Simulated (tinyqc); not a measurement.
## Inverter chain driving a load

N inverters, each f = Hc^(1/N) times larger than the one before: delay tau N (f + pp). Switched capacitance in units of the first input, with output capacitance pp times the input: Hc + (1 + pp)(Hc - 1)/(f - 1).

Parameters, values chosen for the exercise: load over the input capacitance of the chain Hc = 120; parasitic delay of an inverter pp = 1.5; delay unit tau = 3.1 ps.

Results:
```
N	f	delay (ps)	switched capacitance
1	120.0	376.6	122.5
2	10.95	77.22	149.9
3	4.932	59.82	195.7
4	3.310	59.64	248.8
6	2.221	69.21	363.7
7	1.982	75.55	423.1
```

Estimate the missing row, N = 5.

Computed row:
```
N	f	delay (ps)	switched capacitance
5	2.605	63.63	305.3
```

With this row back in the table: The delay goes from 377 through a minimum of 59.6 (at N = 4 among the rows listed) to 75.6 ps. The best stage effort solves pp + rho (1 - ln rho) = 0, rho = 3.97, which gives N = ln Hc/ln rho = 3.47. One stage fewer than the best costs 0.30 % in delay and saves 21 % of the switched capacitance.

Numbers from tinyqc (`OMP_NUM_THREADS=1 python tinyqc.py 2082083 2082084 out.jsonl`; about 0.01 s on one thread of a shared Intel Xeon 2.30GHz).
